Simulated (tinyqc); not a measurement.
Inside a calculation. Method: FCI on RHF in the 6-31g basis, for H3+, spin multiplicity 1. Computed by tinyqc, a small Python program that keeps every step (integrals from PySCF). Settings: charge = 1, multiplicity = 1, basis = 6-31g, method = RHF, energy threshold = 1e-10, iteration cap = 53, orthogonalisation = canonical, start = atomic densities, DIIS depth = 6, ci = FCI. Command: `OMP_NUM_THREADS=1 python tinyqc.py 29779 29780 out.jsonl` (the two numbers bound the seeds that draw the settings). One thread of a shared host (Intel(R) Xeon(R) Processor @ 2.60GHz), about 0.1 s of CPU time with the checks. The early iterations of the SCF are left out here.

## One-electron integrals

Geometry (angstrom):

| atom | x | y | z |
|---|---|---|---|
| H | 0.0000 | 0.0000 | 0.0000 |
| H | 0.0000 | 0.0000 | 1.1420 |
| H | 0.0000 | 0.9890 | 0.5710 |

Basis 6-31g: exponents (1/bohr^2) and contraction coefficients of normalised primitives:

| element | l (shell) | exponent | coefficient |
|---|---|---|---|
| H | s (1) | 18.7311 | 0.0335 |
| H | s (1) | 2.8254 | 0.2347 |
| H | s (1) | 0.6401 | 0.8138 |
| H | s (2) | 0.1613 | 1.0000 |

Overlap, kinetic and nuclear-attraction integrals over the contracted functions; the nuclear repulsion is the sum of Za Zb / Rab.

nuclear repulsion = 1.390133 hartree

overlap S, lower triangle:
```
        1H 1s   1H 2s   2H 1s   2H 2s   3H 1s   3H 2s
1H 1s  1.0000
1H 2s  0.6583  1.0000
2H 1s  0.1729  0.3570  1.0000
2H 2s  0.3570  0.6869  0.6583  1.0000
3H 1s  0.1729  0.3570  0.1729  0.3570  1.0000
3H 2s  0.3570  0.6869  0.3570  0.6869  0.6583  1.0000
```

kinetic energy T (hartree), lower triangle:
```
         1H 1s   1H 2s    2H 1s   2H 2s   3H 1s   3H 2s
1H 1s   1.3957
1H 2s   0.2597  0.2419
2H 1s  -0.0236  0.0831   1.3957
2H 2s   0.0831  0.1246   0.2597  0.2419
3H 1s  -0.0236  0.0831  -0.0236  0.0831  1.3957
3H 2s   0.0831  0.1246   0.0831  0.1246  0.2597  0.2419
```

nuclear attraction V (hartree), lower triangle:
```
         1H 1s    1H 2s    2H 1s    2H 2s    3H 1s    3H 2s
1H 1s  -2.5796
1H 2s  -1.3490  -1.4907
2H 1s  -0.4020  -0.7578  -2.5796
2H 2s  -0.7578  -1.1001  -1.3490  -1.4907
3H 1s  -0.4020  -0.7578  -0.4020  -0.7578  -2.5796
3H 2s  -0.7578  -1.1001  -0.7578  -1.1001  -1.3490  -1.4907
```

core Hamiltonian H = T + V (hartree), lower triangle:
```
         1H 1s    1H 2s    2H 1s    2H 2s    3H 1s    3H 2s
1H 1s  -1.1840
1H 2s  -1.0892  -1.2487
2H 1s  -0.4257  -0.6747  -1.1840
2H 2s  -0.6747  -0.9755  -1.0892  -1.2487
3H 1s  -0.4257  -0.6747  -0.4257  -0.6747  -1.1840
3H 2s  -0.6747  -0.9755  -0.6747  -0.9755  -1.0892  -1.2487
```

## Two-electron integrals

Functions are numbered as in S; the eight-fold symmetry (ij|kl) = (ji|kl) = (kl|ij) leaves the list below.

Two-electron integrals (ij|kl) in chemists' order, unique and non-zero (hartree):
```
(11|11) 1.0766   (21|11) 0.5785   (21|21) 0.3294   (22|11) 0.5874
(22|21) 0.3613   (22|22) 0.4532   (31|11) 0.1322   (31|21) 0.0781
(31|22) 0.0903   (31|31) 0.0274   (32|11) 0.1901   (32|21) 0.1199
(32|22) 0.1566   (32|31) 0.0468   (32|32) 0.0958   (33|11) 0.4598
(33|21) 0.2980   (33|22) 0.4112   (33|31) 0.1322   (33|32) 0.3029
(33|33) 1.0766   (41|11) 0.3029   (41|21) 0.1739   (41|22) 0.1932
(41|31) 0.0468   (41|32) 0.0741   (41|33) 0.1901   (41|41) 0.0958
(42|11) 0.3647   (42|21) 0.2271   (42|22) 0.2928   (42|31) 0.0682
(42|32) 0.1294   (42|33) 0.3647   (42|41) 0.1294   (42|42) 0.2138
(43|11) 0.2980   (43|21) 0.1918   (43|22) 0.2628   (43|31) 0.0781
(43|32) 0.1739   (43|33) 0.5785   (43|41) 0.1199   (43|42) 0.2271
(43|43) 0.3294   (44|11) 0.4112   (44|21) 0.2628   (44|22) 0.3613
(44|31) 0.0903   (44|32) 0.1932   (44|33) 0.5874   (44|41) 0.1566
(44|42) 0.2928   (44|43) 0.3613   (44|44) 0.4532   (51|11) 0.1322
(51|21) 0.0781   (51|22) 0.0903   (51|31) 0.0217   (51|32) 0.0352
(51|33) 0.0896   (51|41) 0.0438   (51|42) 0.0619   (51|43) 0.0572
(51|44) 0.0759   (51|51) 0.0274   (52|11) 0.1901   (52|21) 0.1199
(52|22) 0.1566   (52|31) 0.0352   (52|32) 0.0648   (52|33) 0.1728
(52|41) 0.0686   (52|42) 0.1129   (52|43) 0.1104   (52|44) 0.1484
(52|51) 0.0468   (52|52) 0.0958   (53|11) 0.0896   (53|21) 0.0572
(53|22) 0.0759   (53|31) 0.0217   (53|32) 0.0438   (53|33) 0.1322
(53|41) 0.0352   (53|42) 0.0619   (53|43) 0.0781   (53|44) 0.0903
(53|51) 0.0217   (53|52) 0.0438   (53|53) 0.0274   (54|11) 0.1728
(54|21) 0.1104   (54|22) 0.1484   (54|31) 0.0352   (54|32) 0.0686
(54|33) 0.1901   (54|41) 0.0648   (54|42) 0.1129   (54|43) 0.1199
(54|44) 0.1566   (54|51) 0.0438   (54|52) 0.0938   (54|53) 0.0468
(54|54) 0.0958   (55|11) 0.4598   (55|21) 0.2980   (55|22) 0.4112
(55|31) 0.0896   (55|32) 0.1728   (55|33) 0.4598   (55|41) 0.1728
(55|42) 0.3053   (55|43) 0.2980   (55|44) 0.4112   (55|51) 0.1322
(55|52) 0.3029   (55|53) 0.1322   (55|54) 0.3029   (55|55) 1.0766
(61|11) 0.3029   (61|21) 0.1739   (61|22) 0.1932   (61|31) 0.0438
(61|32) 0.0686   (61|33) 0.1728   (61|41) 0.0938   (61|42) 0.1254
(61|43) 0.1104   (61|44) 0.1484   (61|51) 0.0468   (61|52) 0.0741
(61|53) 0.0352   (61|54) 0.0686   (61|55) 0.1901   (61|61) 0.0958
(62|11) 0.3647   (62|21) 0.2271   (62|22) 0.2928   (62|31) 0.0619
(62|32) 0.1129   (62|33) 0.3053   (62|41) 0.1254   (62|42) 0.2012
(62|43) 0.1938   (62|44) 0.2615   (62|51) 0.0682   (62|52) 0.1294
(62|53) 0.0619   (62|54) 0.1254   (62|55) 0.3647   (62|61) 0.1294
(62|62) 0.2138   (63|11) 0.1728   (63|21) 0.1104   (63|22) 0.1484
(63|31) 0.0438   (63|32) 0.0938   (63|33) 0.3029   (63|41) 0.0686
(63|42) 0.1254   (63|43) 0.1739   (63|44) 0.1932   (63|51) 0.0352
(63|52) 0.0686   (63|53) 0.0468   (63|54) 0.0741   (63|55) 0.1901
(63|61) 0.0648   (63|62) 0.1129   (63|63) 0.0958   (64|11) 0.3053
(64|21) 0.1938   (64|22) 0.2615   (64|31) 0.0619   (64|32) 0.1254
(64|33) 0.3647   (64|41) 0.1129   (64|42) 0.2012   (64|43) 0.2271
(64|44) 0.2928   (64|51) 0.0619   (64|52) 0.1254   (64|53) 0.0682
(64|54) 0.1294   (64|55) 0.3647   (64|61) 0.1129   (64|62) 0.2012
(64|63) 0.1294   (64|64) 0.2138   (65|11) 0.2980   (65|21) 0.1918
(65|22) 0.2628   (65|31) 0.0572   (65|32) 0.1104   (65|33) 0.2980
(65|41) 0.1104   (65|42) 0.1938   (65|43) 0.1918   (65|44) 0.2628
(65|51) 0.0781   (65|52) 0.1739   (65|53) 0.0781   (65|54) 0.1739
(65|55) 0.5785   (65|61) 0.1199   (65|62) 0.2271   (65|63) 0.1199
(65|64) 0.2271   (65|65) 0.3294   (66|11) 0.4112   (66|21) 0.2628
(66|22) 0.3613   (66|31) 0.0759   (66|32) 0.1484   (66|33) 0.4112
(66|41) 0.1484   (66|42) 0.2615   (66|43) 0.2628   (66|44) 0.3613
(66|51) 0.0903   (66|52) 0.1932   (66|53) 0.0903   (66|54) 0.1932
(66|55) 0.5874   (66|61) 0.1566   (66|62) 0.2928   (66|63) 0.1566
(66|64) 0.2928   (66|65) 0.3613   (66|66) 0.4532
```

## Orthogonalisation

S = U s U^T; canonical form X = U s^(-1/2), so that X^T S X = 1. Each column of U has its largest component positive (the first on a tie).

eigenvalues of S: 0.1741  0.1741  0.3944  0.9661  0.9661  3.3252

X:
```
             1        2        3        4        5       6
1H 1s   0.4099  -0.7100   0.7556  -0.3771   0.6532  0.1804
1H 2s  -0.8885   1.5389  -0.5238  -0.1740   0.3014  0.2602
2H 1s   0.4099   0.7100   0.7556  -0.3771  -0.6532  0.1804
2H 2s  -0.8885  -1.5389  -0.5238  -0.1740  -0.3014  0.2602
3H 1s  -0.8198   0.0000   0.7556   0.7543   0.0000  0.1804
3H 2s   1.7769   0.0000  -0.5238   0.3480   0.0000  0.2602
```

Within a degenerate level the vectors are fixed only up to a rotation; this is one choice.

## Iteration 5 (converged): orbitals

converged F (hartree), lower triangle:
```
         1H 1s    1H 2s    2H 1s    2H 2s    3H 1s    3H 2s
1H 1s  -0.3322
1H 2s  -0.6816  -0.6955
2H 1s  -0.4161  -0.5308  -0.3322
2H 2s  -0.5308  -0.6409  -0.6816  -0.6955
3H 1s  -0.4161  -0.5308  -0.4161  -0.5308  -0.3322
3H 2s  -0.5308  -0.6409  -0.5308  -0.6409  -0.6816  -0.6955
```

Diagonalise F' = X^T F X, C = X C', fill 1 alpha and 1 beta electrons from the bottom; D = 2 C_occ C_occ^T. Each column has its largest component positive (the first on a tie).

F' = X^T F X (hartree), lower triangle:
```
         1        2        3        4        5        6
1   0.4849
2   0.0000   0.4849
3   0.0000   0.0000   0.5177
4  -0.3671   0.0000   0.0000  -0.0571
5   0.0000  -0.3671   0.0000   0.0000  -0.0571
6   0.0000   0.0000  -0.2015   0.0000   0.0000  -1.0062
```

orbital energies (hartree): MO1 -1.0324, MO2 -0.2424, MO3 -0.2424, MO4 0.5439, MO5 0.6702, MO6 0.6702

coefficients C:
```
          MO1      MO2      MO3      MO4      MO5      MO6
1H 1s  0.2763   0.2632  -0.1520   0.7260   0.9281   0.5359
1H 2s  0.1905   0.9625  -0.5557  -0.5530  -1.2380  -0.7147
2H 1s  0.2763  -0.2632  -0.1520   0.7260  -0.9281   0.5359
2H 2s  0.1905  -0.9625  -0.5557  -0.5530   1.2380  -0.7147
3H 1s  0.2763   0.0000   0.3040   0.7260   0.0000  -1.0717
3H 2s  0.1905   0.0000   1.1113  -0.5530   0.0000   1.4295
```

D after iteration 5, lower triangle:
```
        1H 1s   1H 2s   2H 1s   2H 2s   3H 1s   3H 2s
1H 1s  0.1527
1H 2s  0.1053  0.0726
2H 1s  0.1527  0.1053  0.1527
2H 2s  0.1053  0.0726  0.1053  0.0726
3H 1s  0.1527  0.1053  0.1527  0.1053  0.1527
3H 2s  0.1053  0.0726  0.1053  0.0726  0.1053  0.0726
```

Within a degenerate level the vectors are fixed only up to a rotation; this is one choice.

## Convergence

Stop when the energy changes by less than 1e-10 hartree and every element of the error matrix X^T (F D S - S D F) X is below 3e-06.

Course of the cycle:

| iteration | E (hartree) | change | largest element of the error matrix |
|---|---|---|---|
| 1 | -0.692137 | - | 1.44e-01 |
| 2 | -1.225772 | -5.34e-01 | 5.38e-02 |
| 3 | -1.226867 | -1.10e-03 | 7.88e-04 |
| 4 | -1.226867 | -2.36e-07 | 6.20e-07 |
| 5 | -1.226867 | -1.07e-13 | 3.15e-07 |

PySCF RHF in the same basis = -1.226867 hartree

Converged in 5 iterations.

## Integrals over molecular orbitals

(pq|rs) = sum C_ip C_jq C_kr C_ls (ij|kl), one index at a time.

one-electron integrals over orbitals h = C^T H C (hartree), lower triangle:
```
         1        2        3        4        5        6
1  -1.5846
2   0.0000  -1.0313
3   0.0000   0.0000  -1.0313
4  -0.1076   0.0000   0.0000  -0.2797
5   0.0000  -0.1900   0.0000   0.0000  -0.2384
6   0.0000   0.0000   0.1900   0.0000   0.0000  -0.2384
```

Two-electron integrals over orbitals (pq|rs), unique and non-zero (hartree):
```
(11|11) 0.5522      (21|21) 0.1043      (22|11) 0.4466      (22|22) 0.4361
(31|11) 9.90e-08    (31|22) -0.0535     (31|31) 0.1043      (32|21) -0.0535
(32|32) 0.0403      (33|11) 0.4466      (33|22) 0.3555      (33|31) 0.0535
(33|33) 0.4361      (41|11) 0.1076      (41|22) 0.0635      (41|31) 7.23e-08
(41|33) 0.0635      (41|41) 0.0613      (42|21) 0.0122      (42|32) -0.0070
(42|42) 0.0331      (43|11) 1.10e-07    (43|22) -0.0070     (43|31) 0.0122
(43|33) 0.0070      (43|41) 8.46e-08    (43|43) 0.0331      (44|11) 0.4424
(44|22) 0.3800      (44|31) 1.84e-07    (44|33) 0.3800      (44|41) 0.0688
(44|43) 7.77e-08    (44|44) 0.3859      (51|21) 0.0667      (51|32) -0.0370
(51|42) 0.0386      (51|51) 0.0752      (52|11) 0.1284      (52|22) 0.0965
(52|31) -0.0381     (52|33) 0.0631      (52|41) 0.0622      (52|43) -0.0203
(52|44) 0.0845      (52|52) 0.0963      (53|21) -0.0381     (53|32) 0.0167
(53|42) -0.0203     (53|51) -0.0402     (53|53) 0.0267      (54|21) 0.0978
(54|32) -0.0520     (54|42) 0.0185      (54|51) 0.0728      (54|53) -0.0413
(54|54) 0.1073      (55|11) 0.4919      (55|22) 0.4575      (55|31) -0.0723
(55|33) 0.3699      (55|41) 0.1021      (55|43) -0.0247     (55|44) 0.4156
(55|52) 0.1496      (55|55) 0.5362      (61|22) 0.0370      (61|31) -0.0667
(61|33) -0.0370     (61|41) -4.04e-08   (61|43) -0.0386     (61|44) -7.46e-08
(61|52) 0.0402      (61|55) 0.0648      (61|61) 0.0752      (62|21) 0.0381
(62|32) -0.0167     (62|42) 0.0203      (62|51) 0.0402      (62|53) -0.0251
(62|54) 0.0413      (62|62) 0.0267      (63|11) -0.1284     (63|22) -0.0631
(63|31) -0.0381     (63|33) -0.0965     (63|41) -0.0622     (63|43) -0.0203
(63|44) -0.0845     (63|52) -0.0445     (63|55) -0.0836     (63|61) 0.0402
(63|63) 0.0963      (64|11) -8.77e-08   (64|22) 0.0520      (64|31) -0.0978
(64|33) -0.0520     (64|41) -7.68e-08   (64|43) -0.0185     (64|44) -1.85e-07
(64|52) 0.0413      (64|55) 0.0800      (64|61) 0.0728      (64|63) 0.0413
(64|64) 0.1073      (65|21) 0.0723      (65|32) -0.0438     (65|42) 0.0247
(65|51) 0.0648      (65|53) -0.0330     (65|54) 0.0800      (65|62) 0.0330
(65|65) 0.0674      (66|11) 0.4919      (66|22) 0.3699      (66|31) 0.0723
(66|33) 0.4575      (66|41) 0.1021      (66|43) 0.0247      (66|44) 0.4156
(66|52) 0.0836      (66|55) 0.4013      (66|61) -0.0648     (66|63) -0.1496
(66|64) -0.0800     (66|66) 0.5362
```

## FCI: determinants and Hamiltonian

Hartree-Fock energy = -1.226867 hartree

Slater-Condon rules over spin orbitals, with the nuclear repulsion added and E(HF) subtracted on the diagonal. Only determinants linked to the reference directly or through others are kept (one block of an abelian symmetry group), so some states are absent.

Occupation strings over the orbitals (2 doubly, a alpha, b beta, 0 empty; spin orbitals ordered 1a 1b 2a 2b ...): 200000 a0b000 a00b00 a0000b b0a000 b00a00 b0000a 020000 0a00b0 002000 00ab00 00a00b 00ba00 000200 000a0b 0b00a0 000020 00b00a 000b0a 000002

H - E(HF) between determinants (hartree), lower triangle:
```
         200000   a0b000   a00b00   a0000b   b0a000   b00a00   b0000a   020000
200000   0.0000
a0b000   0.0000   0.4477
a00b00   0.0000   0.0000   1.1952
a0000b   0.0000   0.0616   0.0000   1.2859
b0a000   0.0000  -0.1043   0.0000   0.0667   0.4477
b00a00   0.0000   0.0000  -0.0613   0.0000   0.0000   1.1952
b0000a   0.0000   0.0667   0.0000  -0.0752   0.0616   0.0000   1.2859
020000   0.1043  -0.0535   0.0122   0.0381   0.0535  -0.0122  -0.0381   0.9904
0a00b0   0.0667  -0.0381   0.0978   0.0723   0.0370  -0.0386  -0.0402  -0.0935
002000   0.1043   0.0535   0.0122  -0.0381  -0.0535  -0.0122   0.0381   0.0403
00ab00   0.0000   0.0122   0.0000  -0.0978   0.0441   0.0000   0.0622  -0.0070
00a00b  -0.0667  -0.0381  -0.0978   0.0723   0.0370   0.0386  -0.0402  -0.0167
00ba00   0.0000   0.0441   0.0000   0.0622   0.0122   0.0000  -0.0978   0.0070
000200   0.0613   0.0000  -0.0388   0.0000   0.0000   0.0388   0.0000   0.0331
000a0b   0.0000  -0.0622   0.0000  -0.0055   0.0386   0.0000  -0.0728   0.0203
0b00a0  -0.0667   0.0370  -0.0386  -0.0402  -0.0381   0.0978   0.0723   0.0935
000020   0.0752  -0.0402   0.0728   0.0648   0.0402  -0.0728  -0.0648   0.0963
00b00a   0.0667   0.0370   0.0386  -0.0402  -0.0381  -0.0978   0.0723   0.0167
000b0a   0.0000   0.0386   0.0000  -0.0728  -0.0622   0.0000  -0.0055  -0.0203
000002   0.0752   0.0402   0.0728  -0.0648  -0.0402  -0.0728   0.0648   0.0267

         0a00b0   002000   00ab00   00a00b   00ba00   000200   000a0b   0b00a0
0a00b0   1.8047
002000   0.0167   0.9904
00ab00  -0.0520   0.0070   1.6860
00a00b  -0.0438   0.0935  -0.0520   1.8047
00ba00   0.0203  -0.0070  -0.0331   0.0203   1.6860
000200   0.0185   0.0331   0.0000  -0.0185   0.0000   2.4436
000a0b   0.0247  -0.0203  -0.0185   0.0247  -0.1055   0.0000   2.5145
0b00a0  -0.0963  -0.0167   0.0203   0.0251  -0.0520  -0.0185  -0.0413   1.8047
000020  -0.0404   0.0267  -0.0413  -0.0330   0.0413   0.1073   0.0800   0.0404
00b00a   0.0251  -0.0935   0.0203  -0.0963  -0.0520   0.0185  -0.0413  -0.0438
000b0a  -0.0413   0.0203  -0.1055  -0.0413  -0.0185   0.0000  -0.1073   0.0247
000002   0.0330   0.0963   0.0413   0.0404  -0.0413   0.1073  -0.0800  -0.0330

         000020   00b00a  000b0a  000002
000020   2.6763
00b00a   0.0330   1.8047
000b0a  -0.0800   0.0247  2.5145
000002   0.0674  -0.0404  0.0800  2.6763
```

## FCI: roots

Diagonalise (each vector has its largest component positive (the first on a tie)); all determinants have Ms = 0, so triplets appear too. The lowest singlet root is the correlation energy.

lowest roots of this matrix, relative to E(HF) (hartree): -0.0356  0.3219  0.5020  0.9339  1.0246  1.1223  1.1983  1.2176

lowest vectors:
```
         root 1   root 2   root 3   root 4
200000   0.9865   0.0000   0.0000   0.0000
a0b000   0.0000   0.6989   0.6746  -0.2008
a00b00   0.0117   0.0000   0.0000   0.0000
a0000b   0.0000  -0.1022  -0.0291  -0.1571
b0a000   0.0000   0.6989  -0.6746   0.2008
b00a00  -0.0117   0.0000   0.0000   0.0000
b0000a   0.0000  -0.1022   0.0291   0.1571
020000  -0.0990   0.0000   0.1892   0.6484
0a00b0  -0.0373   0.0023   0.0577   0.0821
002000  -0.0990   0.0000  -0.1892  -0.6484
00ab00   0.0000  -0.0320   0.0229  -0.0123
00a00b   0.0373   0.0023   0.0577   0.0821
00ba00   0.0000  -0.0320  -0.0229   0.0123
000200  -0.0183   0.0000   0.0000   0.0000
000a0b   0.0000   0.0022   0.0230  -0.0257
0b00a0   0.0373   0.0023  -0.0577  -0.0821
000020  -0.0224   0.0000   0.0244  -0.0154
00b00a  -0.0373   0.0023  -0.0577  -0.0821
000b0a   0.0000   0.0022  -0.0230   0.0257
000002  -0.0224   0.0000  -0.0244   0.0154
```

<S^2> of these roots: 0.0000  2.0000  0.0000  0.0000  0.0000  2.0000  0.0000  2.0000

weight of the ground state by excitation level 0, 1, 2, ...: 0.9732  0.0003  0.0265
